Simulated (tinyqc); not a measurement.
Grain-boundary trapping model (Seto) of a polycrystalline semiconductor film: one step, computed by the program tinyqc.

Grains of equal size L are joined by thin boundaries with one trap level. Trapped carriers deplete a width W on each side and raise a barrier, crossed by thermionic emission. Dopants are fully ionised, statistics are non-degenerate and mu_g does not depend on T.

Question. Resistivity and effective mobility. Boundary: sigma_b = L e^2 n_0 exp(-e V_B/k_B T)/sqrt(2 pi m k_B T); drift through the grain, depleted parts included: rho_g = [(1 - 2W/L) + (2W/L) int_0^1 exp(y^2 s^2) ds]/(e n_0 mu_g); rho = 1/sigma_b + rho_g. Mean carrier density n_av = n_0 [(1 - 2W/L) + (2W/L) (sqrt(pi)/2) erf(y)/y], y = sqrt(e V_B/k_B T); effective mobility 1/(e n_av rho).

Inputs (values chosen for the exercise, modelled on polycrystalline germanium):

| quantity | value | unit |
|---|---|---|
| effective mass m | 0.2 | m_0 |
| grain size L | 140 | nm |
| doping N | 1.6e+16 | 1/cm^3 |
| mobility inside the grains mu_g | 640 | cm^2/(V s) |
| temperature T | 400 | K |

Grain interior: resistance included.

depletion width W = 70 nm

barrier V_B = 0.04433306 V

E_F = -0.2491290 eV

centre density n_0 = 6.821044e+15 1/cm^3

Constants: k_B = 8.617333262e-05 eV/K; m_0 = 9.1093837015e-31 kg; k_B = 1.380649e-23 J/K; e = 1.602176634e-19 C.

Give: boundary resistivity; drift resistivity rho_g; resistivity rho; mean carrier density; effective mobility.

Answer.

boundary resistivity = 1.174 ohm cm

drift resistivity rho_g = 2.374 ohm cm

resistivity rho = 3.548 ohm cm

mean carrier density = 4.751e+15 1/cm^3

effective mobility = 370.3 cm^2/(V s)

A single crystal with the same N and mu_g would have 0.610 ohm cm, a factor 5.82 lower. Caution: n_0 is not small against N, so full depletion is a rough description.
